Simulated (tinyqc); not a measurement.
LCCD on RHF in the 6-31g basis, for H-, spin multiplicity 1, step by step. The basis has no diffuse functions, so it cannot describe the extra electron: this is an exercise in the method, not the real anion. One step of it, computed by the program tinyqc.

Task: Iteration 1: building the Fock matrix. J_ij = sum D_kl (ij|kl), K_ij = sum D_kl (ik|jl); F = H + J - 0.5 K; E = tr D H + tr D J / 2 - 0.25 tr D K + E_nn.

D at the start:
```
,1H 1s,1H 2s
1H 1s,0.365393,0.568867
1H 2s,0.568867,0.885646
```

core Hamiltonian H = T + V (hartree):
```
,1H 1s,1H 2s
1H 1s,-0.257552,-0.482576
1H 2s,-0.482576,-0.398935
```

Two-electron integrals (ij|kl) in chemists' order, unique and non-zero (hartree):
```
i,j,k,l,(ij|kl)
1,1,1,1,1.076566
2,1,1,1,0.578470
2,1,2,1,0.329423
2,2,1,1,0.587396
2,2,2,1,0.361304
2,2,2,2,0.453150
```

nuclear repulsion = 0 hartree

Give: Coulomb J; exchange K; Fock matrix F; total energy of this density.

Result:

Coulomb J (hartree):
```
,1H 1s,1H 2s
1H 1s,1.5717,0.9062
1H 2s,0.9062,1.0270
```

exchange K (hartree):
```
,1H 1s,1H 2s
1H 1s,1.3433,1.0529
1H 2s,1.0529,0.9328
```

Fock matrix F (hartree):
```
,1H 1s,1H 2s
1H 1s,0.6426,-0.1029
1H 2s,-0.1029,0.1617
```

total energy of this density = -0.367754 hartree
